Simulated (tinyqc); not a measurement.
Changing the temperature T: inversion-layer mobility, back-scattering and ballistic limit of a field-effect transistor. Computed by tinyqc, a small Python program. Command: `OMP_NUM_THREADS=1 python tinyqc.py 3022674 3022675 out.jsonl mos sweep`. One thread of a shared host (Intel(R) Xeon(R) Processor @ 2.30GHz), about 0.02 s of CPU time with the checks.

The charge at the top of the source barrier is fixed by the gate; series resistance and short-channel effects are left out. F_j are Fermi integrals normalised to exp(eta) in the classical limit.

Inputs (values chosen for the exercise, modelled on a silicon n-channel): transport mass m = 0.2 m_0; valley degeneracy g_v = 2; weight w of the inversion charge = 0.5; permittivity eps = 11.7; phonon mobility at 1 MV/cm and 300 K, mu_ph = 320 cm^2/(V s); roughness mobility at 1 MV/cm, mu_sr = 1600 cm^2/(V s); Coulomb mobility at N_inv = 1e12/cm^2, mu_C = 1000 cm^2/(V s); electrical oxide thickness t_inv = 1.1 nm; depletion charge N_dep = 4e+11 1/cm^2; gate overdrive V_G - V_T = 0.6 V; drain voltage V_D = 1.1 V; channel length L = 13 nm; exponent a of the critical length = 0.62.

Statistics at the top of the barrier: Fermi-Dirac.

Constants: eps_0 = 8.8541878128e-12 F/m; e = 1.602176634e-19 C; m_0 = 9.1093837015e-31 kg; k_B = 1.380649e-23 J/K; hbar = 1.054571817e-34 J s; k_B = 8.617333262e-05 eV/K.

Method:
- N_inv = 3.9 eps_0 (V_G - V_T)/(e t_inv); effective field E_eff = e (N_dep + w N_inv)/(eps eps_0).
- mu_phonon = mu_ph (E_eff/1 MV/cm)^(-0.3) (T/300 K)^(-1.75); mu_rough = mu_sr (E_eff/1 MV/cm)^(-2); mu_Coulomb = mu_C (N_inv/1e12 cm^-2) (T/300 K); Matthiessen's rule adds 1/mu.
- F_j(eta) = (1/Gamma(j + 1)) int_0^infinity x^j/(1 + exp(x - eta)) dx, F_0 = ln(1 + exp(eta)). Integrals over x = E/(k_B T) use 160 Gauss-Legendre points in u = sqrt(x) from 0 to sqrt(max(eta, 0) + 32).
- Ballistic channel: N_2D = g_v m k_B T/(pi hbar^2), U = e V_D/(k_B T); eta_F solves N_inv = (N_2D/2)[F_0(eta_F) + F_0(eta_F - U)]; v_T = sqrt(2 k_B T/(pi m)); I/W = e (N_2D/2) v_T [F_1/2(eta_F) - F_1/2(eta_F - U)]; injection velocity v_T F_1/2(eta_F)/F_0(eta_F).
- Mean free path lambda = (2 k_B T/e)(mu/v_T) F_0(eta_0)/F_-1/2(eta_0), with eta_0 from N_inv = N_2D F_0(eta_0); critical length l = L (1 + U)^(-a), an empirical rule; back-scattering r = l/(l + lambda). Then eta solves N_inv = (N_2D/2)[(1 + r) F_0(eta) + (1 - r) F_0(eta - U)] and I/W = e (N_2D/2) v_T (1 - r)[F_1/2(eta) - F_1/2(eta - U)].
- Ballistic ratio: I over the ballistic current. Apparent mobility 1/(1/mu + 1/mu_B), mu_B = mu L/lambda.

One run for each value; columns: (1) temperature T (K); (2) effective mobility mu (cm^2/(V s)); (3) current I/W (microampere/micrometre); (4) injection velocity (1e7 cm/s); (5) ballistic ratio; (6) mean free path lambda (nm):
```
(1)     (2)     (3)     (4)      (5)     (6)
77   828.28  3886.5  2.1172  0.97461  52.244
99   773.97  3869.5  2.1210  0.96860  48.954
130  665.60  3838.4  2.1280  0.95765  42.338
160  561.89  3800.5  2.1366  0.94438  36.013
210  421.93  3722.1  2.1550  0.91698  27.504
270  306.78  3607.0  2.1836  0.87701  20.510
350  211.92  3428.5  2.2309  0.81593  14.717
450  144.02  3183.6  2.3007  0.73467  10.507
```

What does the table show, and why?

Over the rows, effective mobility mu (cm^2/(V s)) falls from 828 to 144 (exponent d ln y / d ln x -0.27 between the first rows and -1.5 between the last); current I/W (microampere/micrometre) falls from 3890 to 3180 (exponent d ln y / d ln x -0.017 between the first rows and -0.29 between the last); injection velocity (1e7 cm/s) rises from 2.12 to 2.30 (exponent d ln y / d ln x 0.0071 between the first rows and 0.12 between the last). At the low end the exponent of injection velocity is 0.01, close to 0: a Fermi velocity. mu changes by a factor 5.75 over the table and the current by 1.22.

Caution (rows 77.0, 99.0, 130, 160, 210, 270): in a degenerate gas the layer that can return carriers is set by E_F rather than k_B T, so l is underestimated.
